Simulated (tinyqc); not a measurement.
Inside a calculation (part 1 of 2). Method: RKS/LDA (VWN5) in the sto-3g basis, for H6, spin multiplicity 1. Computed by tinyqc, a small Python program that keeps every step (integrals from PySCF). Settings: charge = 0, multiplicity = 1, basis = sto-3g, energy threshold = 1e-10, iteration cap = 90, orthogonalisation = symmetric, start = atomic densities, DIIS depth = 6, method = RKS, functional = lda,vwn, grid = [15, 86]. Command: `OMP_NUM_THREADS=1 python tinyqc.py 21727 21728 out.jsonl` (the two numbers bound the seeds that draw the settings). One thread of a shared host (Intel(R) Xeon(R) Processor @ 2.60GHz), about 0.5 s of CPU time with the checks. Later iterations appear only in the table of the cycle.

## One-electron integrals

Geometry (angstrom):
```
atom       x       y       z
H     0.0000  0.0000  0.0000
H     0.0000  0.0000  0.7480
H     0.0000  0.0000  2.5640
H     0.0000  0.0000  3.3120
H     0.0000  0.0000  5.1280
H     0.0000  0.0000  5.8770
```

Basis sto-3g: exponents (1/bohr^2) and contraction coefficients of normalised primitives:
```
element  l (shell)  exponent  coefficient
H            s (1)    3.4253       0.1543
H            s (1)    0.6239       0.5353
H            s (1)    0.1689       0.4446
```

Overlap, kinetic and nuclear-attraction integrals over the contracted functions; the nuclear repulsion is the sum of Za Zb / Rab.

nuclear repulsion = 4.266417 hartree

overlap S, order 1H 1s, 2H 1s, 3H 1s, 4H 1s, 5H 1s, 6H 1s:
$$\begin{pmatrix}
1.0000 & 0.6546 & 0.0439 & 0.0092 & 0.0001 & 0.0000 \\
0.6546 & 1.0000 & 0.1601 & 0.0439 & 0.0006 & 0.0001 \\
0.0439 & 0.1601 & 1.0000 & 0.6546 & 0.0439 & 0.0092 \\
0.0092 & 0.0439 & 0.6546 & 1.0000 & 0.1601 & 0.0438 \\
0.0001 & 0.0006 & 0.0439 & 0.1601 & 1.0000 & 0.6540 \\
0.0000 & 0.0001 & 0.0092 & 0.0438 & 0.6540 & 1.0000
\end{pmatrix}$$

kinetic energy T (hartree), order 1H 1s, 2H 1s, 3H 1s, 4H 1s, 5H 1s, 6H 1s:
$$\begin{pmatrix}
0.7600 & 0.2322 & -0.0102 & -0.0042 & -0.0001 & 0.0000 \\
0.2322 & 0.7600 & -0.0066 & -0.0102 & -0.0005 & -0.0001 \\
-0.0102 & -0.0066 & 0.7600 & 0.2322 & -0.0102 & -0.0042 \\
-0.0042 & -0.0102 & 0.2322 & 0.7600 & -0.0066 & -0.0102 \\
-0.0001 & -0.0005 & -0.0102 & -0.0066 & 0.7600 & 0.2316 \\
0.0000 & -0.0001 & -0.0042 & -0.0102 & 0.2316 & 0.7600
\end{pmatrix}$$

nuclear attraction V (hartree), order 1H 1s, 2H 1s, 3H 1s, 4H 1s, 5H 1s, 6H 1s:
$$\begin{pmatrix}
-2.4352 & -1.5955 & -0.0906 & -0.0187 & -0.0001 & 0.0000 \\
-1.5955 & -2.5973 & -0.3391 & -0.0932 & -0.0014 & -0.0001 \\
-0.0906 & -0.3391 & -2.7394 & -1.7369 & -0.0932 & -0.0187 \\
-0.0187 & -0.0932 & -1.7369 & -2.7394 & -0.3391 & -0.0904 \\
-0.0001 & -0.0014 & -0.0932 & -0.3391 & -2.5967 & -1.5933 \\
0.0000 & -0.0001 & -0.0187 & -0.0904 & -1.5933 & -2.4344
\end{pmatrix}$$

core Hamiltonian H = T + V (hartree), order 1H 1s, 2H 1s, 3H 1s, 4H 1s, 5H 1s, 6H 1s:
$$\begin{pmatrix}
-1.6752 & -1.3633 & -0.1009 & -0.0229 & -0.0002 & 0.0000 \\
-1.3633 & -1.8373 & -0.3458 & -0.1034 & -0.0019 & -0.0002 \\
-0.1009 & -0.3458 & -1.9794 & -1.5047 & -0.1034 & -0.0229 \\
-0.0229 & -0.1034 & -1.5047 & -1.9794 & -0.3457 & -0.1007 \\
-0.0002 & -0.0019 & -0.1034 & -0.3457 & -1.8367 & -1.3617 \\
0.0000 & -0.0002 & -0.0229 & -0.1007 & -1.3617 & -1.6744
\end{pmatrix}$$

## Two-electron integrals

Functions are numbered as in S; the eight-fold symmetry (ij|kl) = (ji|kl) = (kl|ij) leaves the list below.

Two-electron integrals (ij|kl) in chemists' order, unique and non-zero (hartree):
```
(11|11) 0.7746     (21|11) 0.4400     (21|21) 0.2923     (22|11) 0.5670
(22|21) 0.4400     (22|22) 0.7746     (31|11) 0.0177     (31|21) 0.0133
(31|22) 0.0232     (31|31) 0.0009     (32|11) 0.0524     (32|21) 0.0420
(32|22) 0.0787     (32|31) 0.0034     (32|32) 0.0136     (33|11) 0.2063
(33|21) 0.1587     (33|22) 0.2895     (33|31) 0.0177     (33|32) 0.0787
(33|33) 0.7746     (41|11) 0.0030     (41|21) 0.0024     (41|22) 0.0042
(41|31) 1.85e-04   (41|32) 0.0007     (41|33) 0.0042     (41|41) 3.89e-05
(42|11) 0.0120     (42|21) 0.0095     (42|22) 0.0177     (42|31) 0.0008
(42|32) 0.0034     (42|33) 0.0232     (42|41) 1.85e-04   (42|42) 0.0009
(43|11) 0.1183     (43|21) 0.0891     (43|22) 0.1587     (43|31) 0.0095
(43|32) 0.0420     (43|33) 0.4400     (43|41) 0.0024     (43|42) 0.0133
(43|43) 0.2923     (44|11) 0.1598     (44|21) 0.1183     (44|22) 0.2063
(44|31) 0.0120     (44|32) 0.0524     (44|33) 0.5670     (44|41) 0.0030
(44|42) 0.0177     (44|43) 0.4400     (44|44) 0.7746     (51|11) 1.51e-05
(51|21) 1.16e-05   (51|22) 2.09e-05   (51|31) 1.15e-06   (51|32) 4.88e-06
(51|33) 4.00e-05   (51|41) 2.69e-07   (51|42) 1.42e-06   (51|43) 2.45e-05
(51|44) 3.44e-05   (52|11) 1.18e-04   (52|21) 8.94e-05   (52|22) 1.59e-04
(52|31) 8.94e-06   (52|32) 3.82e-05   (52|33) 3.41e-04   (52|41) 2.14e-06
(52|42) 1.16e-05   (52|43) 2.25e-04   (52|44) 3.41e-04   (52|51) 2.09e-08
(52|52) 1.90e-07   (53|11) 0.0061     (53|21) 0.0045     (53|22) 0.0077
(53|31) 4.26e-04   (53|32) 0.0018     (53|33) 0.0177     (53|41) 1.04e-04
(53|42) 0.0006     (53|43) 0.0133     (53|44) 0.0232     (53|51) 1.15e-06
(53|52) 1.16e-05   (53|53) 0.0009     (54|11) 0.0202     (54|21) 0.0146
(54|22) 0.0247     (54|31) 0.0013     (54|32) 0.0055     (54|33) 0.0524
(54|41) 3.23e-04   (54|42) 0.0018     (54|43) 0.0420     (54|44) 0.0787
(54|51) 3.63e-06   (54|52) 3.82e-05   (54|53) 0.0034     (54|54) 0.0136
(55|11) 0.1032     (55|21) 0.0730     (55|22) 0.1208     (55|31) 0.0061
(55|32) 0.0247     (55|33) 0.2063     (55|41) 0.0014     (55|42) 0.0077
(55|43) 0.1587     (55|44) 0.2895     (55|51) 1.51e-05   (55|52) 1.59e-04
(55|53) 0.0177     (55|54) 0.0787     (55|55) 0.7746     (61|11) 1.08e-06
(61|21) 8.09e-07   (61|22) 1.44e-06   (61|31) 8.15e-08   (61|32) 3.49e-07
(61|33) 3.17e-06   (61|41) 1.96e-08   (61|42) 1.07e-07   (61|43) 2.10e-06
(61|44) 3.17e-06   (61|53) 1.07e-07   (61|54) 3.50e-07   (61|55) 1.44e-06
(62|11) 1.16e-05   (62|21) 8.61e-06   (62|22) 1.50e-05   (62|31) 8.46e-07
(62|32) 3.62e-06   (62|33) 3.43e-05   (62|41) 2.06e-07   (62|42) 1.15e-06
(62|43) 2.44e-05   (62|44) 3.99e-05   (62|52) 2.09e-08   (62|53) 1.41e-06
(62|54) 4.87e-06   (62|55) 2.09e-05   (63|11) 0.0012     (63|21) 0.0008
(63|22) 0.0014     (63|31) 7.70e-05   (63|32) 3.22e-04   (63|33) 0.0030
(63|41) 1.87e-05   (63|42) 1.04e-04   (63|43) 0.0023     (63|44) 0.0042
(63|51) 2.06e-07   (63|52) 2.13e-06   (63|53) 1.85e-04   (63|54) 0.0007
(63|55) 0.0042     (63|61) 1.95e-08   (63|62) 2.67e-07   (63|63) 3.87e-05
(64|11) 0.0051     (64|21) 0.0036     (64|22) 0.0061     (64|31) 3.21e-04
(64|32) 0.0013     (64|33) 0.0119     (64|41) 7.70e-05   (64|42) 4.25e-04
(64|43) 0.0095     (64|44) 0.0177     (64|51) 8.47e-07   (64|52) 8.92e-06
(64|53) 0.0008     (64|54) 0.0034     (64|55) 0.0232     (64|61) 8.13e-08
(64|62) 1.15e-06   (64|63) 1.84e-04   (64|64) 0.0009     (65|11) 0.0630
(65|21) 0.0443     (65|22) 0.0729     (65|31) 0.0036     (65|32) 0.0146
(65|33) 0.1181     (65|41) 0.0008     (65|42) 0.0045     (65|43) 0.0890
(65|44) 0.1586     (65|51) 8.63e-06   (65|52) 8.92e-05   (65|53) 0.0095
(65|54) 0.0420     (65|55) 0.4395     (65|61) 8.09e-07   (65|62) 1.15e-05
(65|63) 0.0023     (65|64) 0.0133     (65|65) 0.2917     (66|11) 0.0900
(66|21) 0.0630     (66|22) 0.1032     (66|31) 0.0051     (66|32) 0.0202
(66|33) 0.1597     (66|41) 0.0012     (66|42) 0.0061     (66|43) 0.1182
(66|44) 0.2062     (66|51) 1.16e-05   (66|52) 1.18e-04   (66|53) 0.0120
(66|54) 0.0523     (66|55) 0.5666     (66|61) 1.08e-06   (66|62) 1.50e-05
(66|63) 0.0030     (66|64) 0.0177     (66|65) 0.4395     (66|66) 0.7746
```

## Orthogonalisation

S = U s U^T; symmetric (Loewdin) form X = U s^(-1/2) U^T, so that X^T S X = 1.

eigenvalues of S: [0.2834, 0.3371, 0.3988, 1.4779, 1.6626, 1.8403]

X, order 1H 1s, 2H 1s, 3H 1s, 4H 1s, 5H 1s, 6H 1s:
$$\begin{pmatrix}
1.2422 & -0.4687 & 0.0364 & -0.0127 & 0.0008 & -0.0003 \\
-0.4687 & 1.2578 & -0.1218 & 0.0368 & -0.0022 & 0.0008 \\
0.0364 & -0.1218 & 1.2605 & -0.4754 & 0.0367 & -0.0127 \\
-0.0127 & 0.0368 & -0.4754 & 1.2605 & -0.1217 & 0.0363 \\
0.0008 & -0.0022 & 0.0367 & -0.1217 & 1.2571 & -0.4678 \\
-0.0003 & 0.0008 & -0.0127 & 0.0363 & -0.4678 & 1.2414
\end{pmatrix}$$

## Starting guess

The start is atomic minimal-basis densities projected into this basis (PySCF's MINAO start) and scaled to the electron count of each spin; this density is not idempotent, so its energy is not variational and may lie below the converged one.

D at the start, order 1H 1s, 2H 1s, 3H 1s, 4H 1s, 5H 1s, 6H 1s:
$$\begin{pmatrix}
0.9392 & 0.0968 & 0.0136 & -0.0031 & 0.0002 & -0.0004 \\
0.0968 & 0.9192 & 0.0817 & 0.0123 & 0.0065 & 0.0002 \\
0.0136 & 0.0817 & 0.9230 & 0.0970 & 0.0123 & -0.0031 \\
-0.0031 & 0.0123 & 0.0970 & 0.9230 & 0.0817 & 0.0136 \\
0.0002 & 0.0065 & 0.0123 & 0.0817 & 0.9193 & 0.0968 \\
-0.0004 & 0.0002 & -0.0031 & 0.0136 & 0.0968 & 0.9393
\end{pmatrix}$$

## Iteration 1: exchange-correlation on the grid

Becke grid with 15 radial and 86 angular points per atom, points of zero weight dropped. rho = sum D_ij phi_i phi_j; V_xc,ij = sum w v_xc phi_i phi_j; v_xc is d(rho eps)/d rho.

The 12 grid points with the largest w rho, of 7696 (bohr, atomic units):
```
x              y        z       w     rho   eps_xc     v_xc
-1.0841   0.0000   0.4375  0.0690  0.0515  -0.3234  -0.4221
1.0841    0.0000   0.4375  0.0690  0.0515  -0.3234  -0.4221
0.0000    1.0841   0.4375  0.0690  0.0515  -0.3234  -0.4221
0.0000   -1.0841   0.4375  0.0690  0.0515  -0.3234  -0.4221
0.8117   -0.8117   0.2210  0.0799  0.0445  -0.3092  -0.4034
0.8117    0.8117   0.2210  0.0799  0.0445  -0.3092  -0.4034
-0.8117   0.8117   0.2210  0.0799  0.0445  -0.3092  -0.4034
-0.8117  -0.8117   0.2210  0.0799  0.0445  -0.3092  -0.4034
0.0000    1.0841  10.6684  0.0691  0.0515  -0.3233  -0.4220
1.0841    0.0000  10.6684  0.0691  0.0515  -0.3233  -0.4220
-1.0841   0.0000  10.6684  0.0691  0.0515  -0.3233  -0.4220
0.0000   -1.0841  10.6684  0.0691  0.0515  -0.3233  -0.4220
```

electrons on the grid, sum of w rho = 6.0000

E_xc = sum of w rho eps_xc = -2.050715 hartree

V_xc (hartree), order 1H 1s, 2H 1s, 3H 1s, 4H 1s, 5H 1s, 6H 1s:
$$\begin{pmatrix}
-0.4462 & -0.2871 & -0.0143 & -0.0028 & 0.0000 & 0.0000 \\
-0.2871 & -0.4493 & -0.0526 & -0.0143 & -0.0002 & 0.0000 \\
-0.0143 & -0.0526 & -0.4496 & -0.2878 & -0.0143 & -0.0028 \\
-0.0028 & -0.0143 & -0.2878 & -0.4496 & -0.0526 & -0.0143 \\
0.0000 & -0.0002 & -0.0143 & -0.0526 & -0.4493 & -0.2868 \\
0.0000 & 0.0000 & -0.0028 & -0.0143 & -0.2868 & -0.4461
\end{pmatrix}$$

## Iteration 1: building the Kohn-Sham matrix

J_ij = sum D_kl (ij|kl); F = H + J + V_xc; E = tr D H + tr D J / 2 + E_xc + E_nn.

Coulomb J (hartree), order 1H 1s, 2H 1s, 3H 1s, 4H 1s, 5H 1s, 6H 1s:
$$\begin{pmatrix}
1.8993 & 1.2922 & 0.0818 & 0.0171 & 0.0001 & 0.0000 \\
1.2922 & 2.0585 & 0.3067 & 0.0844 & 0.0012 & 0.0001 \\
0.0818 & 0.3067 & 2.1999 & 1.4323 & 0.0844 & 0.0171 \\
0.0171 & 0.0844 & 1.4323 & 2.1999 & 0.3067 & 0.0816 \\
0.0001 & 0.0012 & 0.0844 & 0.3067 & 2.0581 & 1.2906 \\
0.0000 & 0.0001 & 0.0171 & 0.0816 & 1.2906 & 1.8987
\end{pmatrix}$$

Kohn-Sham matrix F (hartree), order 1H 1s, 2H 1s, 3H 1s, 4H 1s, 5H 1s, 6H 1s:
$$\begin{pmatrix}
-0.2221 & -0.3583 & -0.0333 & -0.0086 & -0.0001 & 0.0000 \\
-0.3583 & -0.2281 & -0.0916 & -0.0334 & -0.0008 & -0.0001 \\
-0.0333 & -0.0916 & -0.2291 & -0.3601 & -0.0334 & -0.0086 \\
-0.0086 & -0.0334 & -0.3601 & -0.2291 & -0.0916 & -0.0333 \\
-0.0001 & -0.0008 & -0.0334 & -0.0916 & -0.2278 & -0.3579 \\
0.0000 & -0.0001 & -0.0086 & -0.0333 & -0.3579 & -0.2217
\end{pmatrix}$$

total energy of this density = -2.754786 hartree

This density is the starting one; it is not idempotent, so its energy is not variational and may lie below the converged one.

## Iteration 1: diagonalisation and new density

Diagonalise F' = X^T F X, C = X C', fill 3 alpha and 3 beta electrons from the bottom; D = 2 C_occ C_occ^T. Each column has its largest component positive (the first on a tie).

F' = X^T F X (hartree):
$$\begin{pmatrix}
0.0244 & -0.3777 & 0.0373 & -0.0168 & 0.0014 & -0.0006 \\
-0.3777 & 0.0337 & -0.1051 & 0.0378 & -0.0032 & 0.0014 \\
0.0373 & -0.1051 & 0.0368 & -0.3853 & 0.0378 & -0.0168 \\
-0.0168 & 0.0378 & -0.3853 & 0.0368 & -0.1051 & 0.0372 \\
0.0014 & -0.0032 & 0.0378 & -0.1051 & 0.0334 & -0.3771 \\
-0.0006 & 0.0014 & -0.0168 & 0.0372 & -0.3771 & 0.0241
\end{pmatrix}$$

orbital energies (hartree): MO1 -0.3841, MO2 -0.3532, MO3 -0.3185, MO4 0.2788, MO5 0.4082, MO6 0.5580

coefficients C, order 1H 1s, 2H 1s, 3H 1s, 4H 1s, 5H 1s, 6H 1s:
$$\begin{pmatrix}
0.2310 & -0.3821 & -0.3231 & -0.6220 & -0.8503 & 0.5920 \\
0.2733 & -0.3909 & -0.2742 & 0.5276 & 0.8666 & -0.6972 \\
0.3809 & -0.0428 & 0.3966 & 0.7648 & -0.0959 & 0.9666 \\
0.3807 & 0.0481 & 0.3962 & -0.7643 & -0.1040 & -0.9661 \\
0.2706 & 0.3910 & -0.2769 & -0.5311 & 0.8665 & 0.6926 \\
0.2284 & 0.3816 & -0.3257 & 0.6255 & -0.8493 & -0.5874
\end{pmatrix}$$

D after iteration 1, order 1H 1s, 2H 1s, 3H 1s, 4H 1s, 5H 1s, 6H 1s:
$$\begin{pmatrix}
0.6075 & 0.6022 & -0.0476 & -0.1169 & 0.0051 & 0.0243 \\
0.6022 & 0.6054 & 0.0242 & -0.0468 & -0.0060 & 0.0051 \\
-0.0476 & 0.0242 & 0.6085 & 0.6002 & -0.0469 & -0.1170 \\
-0.1169 & -0.0468 & 0.6002 & 0.6084 & 0.0243 & -0.0475 \\
0.0051 & -0.0060 & -0.0469 & 0.0243 & 0.6056 & 0.6024 \\
0.0243 & 0.0051 & -0.1170 & -0.0475 & 0.6024 & 0.6078
\end{pmatrix}$$

## Iteration 2: exchange-correlation on the grid

As before.

The 12 grid points with the largest w rho, of 7696 (bohr, atomic units):
```
x              y        z       w     rho   eps_xc     v_xc
0.0000    1.0841  10.1280  0.0692  0.0589  -0.3369  -0.4399
1.0841    0.0000  10.1280  0.0692  0.0589  -0.3369  -0.4399
-1.0841   0.0000  10.1280  0.0692  0.0589  -0.3369  -0.4399
0.0000   -1.0841  10.1280  0.0692  0.0589  -0.3369  -0.4399
0.0000   -1.0841   0.9760  0.0691  0.0590  -0.3370  -0.4400
0.0000    1.0841   0.9760  0.0691  0.0590  -0.3370  -0.4400
-1.0841   0.0000   0.9760  0.0691  0.0590  -0.3370  -0.4400
1.0841    0.0000   0.9760  0.0691  0.0590  -0.3370  -0.4400
-1.0841   0.0000   5.2828  0.0691  0.0590  -0.3370  -0.4400
1.0841    0.0000   5.2828  0.0691  0.0590  -0.3370  -0.4400
0.0000    1.0841   5.2828  0.0691  0.0590  -0.3370  -0.4400
0.0000   -1.0841   5.2828  0.0691  0.0590  -0.3370  -0.4400
```

electrons on the grid, sum of w rho = 6.0002

E_xc = sum of w rho eps_xc = -2.044826 hartree

V_xc (hartree), order 1H 1s, 2H 1s, 3H 1s, 4H 1s, 5H 1s, 6H 1s:
$$\begin{pmatrix}
-0.4446 & -0.2895 & -0.0141 & -0.0028 & 0.0000 & 0.0000 \\
-0.2895 & -0.4480 & -0.0513 & -0.0141 & -0.0002 & 0.0000 \\
-0.0141 & -0.0513 & -0.4483 & -0.2902 & -0.0141 & -0.0028 \\
-0.0028 & -0.0141 & -0.2902 & -0.4483 & -0.0513 & -0.0141 \\
0.0000 & -0.0002 & -0.0141 & -0.0513 & -0.4479 & -0.2891 \\
0.0000 & 0.0000 & -0.0028 & -0.0141 & -0.2891 & -0.4445
\end{pmatrix}$$

## Iteration 2: building the Kohn-Sham matrix

As before.

Coulomb J (hartree), order 1H 1s, 2H 1s, 3H 1s, 4H 1s, 5H 1s, 6H 1s:
$$\begin{pmatrix}
1.9003 & 1.2962 & 0.0815 & 0.0171 & 0.0001 & 0.0000 \\
1.2962 & 2.0578 & 0.3048 & 0.0841 & 0.0012 & 0.0001 \\
0.0815 & 0.3048 & 2.1986 & 1.4356 & 0.0841 & 0.0170 \\
0.0171 & 0.0841 & 1.4356 & 2.1986 & 0.3048 & 0.0813 \\
0.0001 & 0.0012 & 0.0841 & 0.3048 & 2.0574 & 1.2946 \\
0.0000 & 0.0001 & 0.0170 & 0.0813 & 1.2946 & 1.8997
\end{pmatrix}$$

Kohn-Sham matrix F (hartree), order 1H 1s, 2H 1s, 3H 1s, 4H 1s, 5H 1s, 6H 1s:
$$\begin{pmatrix}
-0.2195 & -0.3566 & -0.0335 & -0.0087 & -0.0001 & 0.0000 \\
-0.3566 & -0.2275 & -0.0923 & -0.0335 & -0.0008 & -0.0001 \\
-0.0335 & -0.0923 & -0.2290 & -0.3593 & -0.0335 & -0.0086 \\
-0.0087 & -0.0335 & -0.3593 & -0.2290 & -0.0923 & -0.0334 \\
-0.0001 & -0.0008 & -0.0335 & -0.0923 & -0.2271 & -0.3561 \\
0.0000 & -0.0001 & -0.0086 & -0.0334 & -0.3561 & -0.2192
\end{pmatrix}$$

total energy of this density = -3.364645 hartree

## Iteration 2: DIIS over 2 matrices

error matrix X^T (FDS - SDF) X:
$$\begin{pmatrix}
0.0000 & 0.0023 & 0.0011 & -0.0003 & -0.0001 & 0.0000 \\
-0.0023 & 0.0000 & 0.0001 & -0.0011 & 0.0000 & 0.0001 \\
-0.0011 & -0.0001 & 0.0000 & 0.0000 & 0.0011 & 0.0003 \\
0.0003 & 0.0011 & 0.0000 & 0.0000 & -0.0001 & -0.0011 \\
0.0001 & 0.0000 & -0.0011 & 0.0001 & 0.0000 & -0.0023 \\
0.0000 & -0.0001 & -0.0003 & 0.0011 & 0.0023 & 0.0000
\end{pmatrix}$$

B (overlaps of the stored error matrices):
$$\begin{pmatrix}
2.8627841e-03 & -6.4267340e-05 \\
-6.4267340e-05 & 3.2183714e-05
\end{pmatrix}$$

Minimise |sum c_i e_i|^2 with sum c_i = 1: solve [B -1; -1 0][c; lambda] = [0; -1] with B_ij = tr e_i^T e_j, and take F = sum c_i F_i.

DIIS coefficients: [0.0319, 0.9681]

extrapolated F (hartree), order 1H 1s, 2H 1s, 3H 1s, 4H 1s, 5H 1s, 6H 1s:
$$\begin{pmatrix}
-0.2196 & -0.3566 & -0.0334 & -0.0087 & -0.0001 & 0.0000 \\
-0.3566 & -0.2275 & -0.0923 & -0.0335 & -0.0008 & -0.0001 \\
-0.0334 & -0.0923 & -0.2290 & -0.3593 & -0.0335 & -0.0086 \\
-0.0087 & -0.0335 & -0.3593 & -0.2290 & -0.0923 & -0.0334 \\
-0.0001 & -0.0008 & -0.0335 & -0.0923 & -0.2272 & -0.3562 \\
0.0000 & -0.0001 & -0.0086 & -0.0334 & -0.3562 & -0.2193
\end{pmatrix}$$

## Iteration 2: diagonalisation and new density

As before.

F' = X^T F X (hartree):
$$\begin{pmatrix}
0.0264 & -0.3767 & 0.0373 & -0.0168 & 0.0014 & -0.0006 \\
-0.3767 & 0.0335 & -0.1059 & 0.0379 & -0.0032 & 0.0014 \\
0.0373 & -0.1059 & 0.0361 & -0.3839 & 0.0379 & -0.0168 \\
-0.0168 & 0.0379 & -0.3839 & 0.0361 & -0.1059 & 0.0373 \\
0.0014 & -0.0032 & 0.0379 & -0.1059 & 0.0332 & -0.3760 \\
-0.0006 & 0.0014 & -0.0168 & 0.0373 & -0.3760 & 0.0261
\end{pmatrix}$$

orbital energies (hartree): MO1 -0.3835, MO2 -0.3514, MO3 -0.3166, MO4 0.2773, MO5 0.4081, MO6 0.5574

coefficients C, order 1H 1s, 2H 1s, 3H 1s, 4H 1s, 5H 1s, 6H 1s:
$$\begin{pmatrix}
0.2263 & 0.3806 & -0.3250 & -0.6210 & -0.8508 & 0.5941 \\
0.2716 & 0.3924 & -0.2774 & 0.5244 & 0.8660 & -0.6989 \\
0.3849 & 0.0445 & 0.3927 & 0.7679 & -0.0963 & 0.9641 \\
0.3846 & -0.0497 & 0.3923 & -0.7674 & -0.1044 & -0.9636 \\
0.2691 & -0.3923 & -0.2801 & -0.5279 & 0.8660 & 0.6942 \\
0.2238 & -0.3800 & -0.3277 & 0.6244 & -0.8498 & -0.5895
\end{pmatrix}$$

D after iteration 2, order 1H 1s, 2H 1s, 3H 1s, 4H 1s, 5H 1s, 6H 1s:
$$\begin{pmatrix}
0.6034 & 0.6020 & -0.0472 & -0.1188 & 0.0052 & 0.0250 \\
0.6020 & 0.6094 & 0.0261 & -0.0477 & -0.0062 & 0.0052 \\
-0.0472 & 0.0261 & 0.6086 & 0.5997 & -0.0477 & -0.1188 \\
-0.1188 & -0.0477 & 0.5997 & 0.6086 & 0.0262 & -0.0472 \\
0.0052 & -0.0062 & -0.0477 & 0.0262 & 0.6096 & 0.6022 \\
0.0250 & 0.0052 & -0.1188 & -0.0472 & 0.6022 & 0.6036
\end{pmatrix}$$

## Iteration 6 (converged): orbitals

converged F (hartree), order 1H 1s, 2H 1s, 3H 1s, 4H 1s, 5H 1s, 6H 1s:
$$\begin{pmatrix}
-0.2199 & -0.3566 & -0.0334 & -0.0087 & -0.0001 & 0.0000 \\
-0.3566 & -0.2271 & -0.0922 & -0.0335 & -0.0008 & -0.0001 \\
-0.0334 & -0.0922 & -0.2287 & -0.3591 & -0.0335 & -0.0086 \\
-0.0087 & -0.0335 & -0.3591 & -0.2287 & -0.0922 & -0.0334 \\
-0.0001 & -0.0008 & -0.0335 & -0.0922 & -0.2268 & -0.3562 \\
0.0000 & -0.0001 & -0.0086 & -0.0334 & -0.3562 & -0.2195
\end{pmatrix}$$

As before.

F' = X^T F X (hartree):
$$\begin{pmatrix}
0.0260 & -0.3766 & 0.0373 & -0.0168 & 0.0014 & -0.0006 \\
-0.3766 & 0.0339 & -0.1059 & 0.0379 & -0.0032 & 0.0014 \\
0.0373 & -0.1059 & 0.0364 & -0.3839 & 0.0379 & -0.0168 \\
-0.0168 & 0.0379 & -0.3839 & 0.0364 & -0.1059 & 0.0373 \\
0.0014 & -0.0032 & 0.0379 & -0.1059 & 0.0336 & -0.3760 \\
-0.0006 & 0.0014 & -0.0168 & 0.0373 & -0.3760 & 0.0257
\end{pmatrix}$$

orbital energies (hartree): MO1 -0.3832, MO2 -0.3513, MO3 -0.3165, MO4 0.2774, MO5 0.4081, MO6 0.5576

coefficients C, order 1H 1s, 2H 1s, 3H 1s, 4H 1s, 5H 1s, 6H 1s:
$$\begin{pmatrix}
0.2273 & 0.3811 & -0.3249 & -0.6211 & -0.8506 & 0.5936 \\
0.2720 & 0.3918 & -0.2764 & 0.5250 & 0.8662 & -0.6987 \\
0.3840 & 0.0444 & 0.3935 & 0.7673 & -0.0963 & 0.9645 \\
0.3838 & -0.0496 & 0.3931 & -0.7668 & -0.1044 & -0.9640 \\
0.2695 & -0.3918 & -0.2791 & -0.5285 & 0.8662 & 0.6940 \\
0.2248 & -0.3805 & -0.3276 & 0.6246 & -0.8496 & -0.5890
\end{pmatrix}$$

D after iteration 6, order 1H 1s, 2H 1s, 3H 1s, 4H 1s, 5H 1s, 6H 1s:
$$\begin{pmatrix}
0.6050 & 0.6020 & -0.0473 & -0.1188 & 0.0052 & 0.0250 \\
0.6020 & 0.6079 & 0.0262 & -0.0474 & -0.0062 & 0.0052 \\
-0.0473 & 0.0262 & 0.6086 & 0.5997 & -0.0475 & -0.1189 \\
-0.1188 & -0.0474 & 0.5997 & 0.6086 & 0.0263 & -0.0472 \\
0.0052 & -0.0062 & -0.0475 & 0.0263 & 0.6081 & 0.6022 \\
0.0250 & 0.0052 & -0.1189 & -0.0472 & 0.6022 & 0.6052
\end{pmatrix}$$
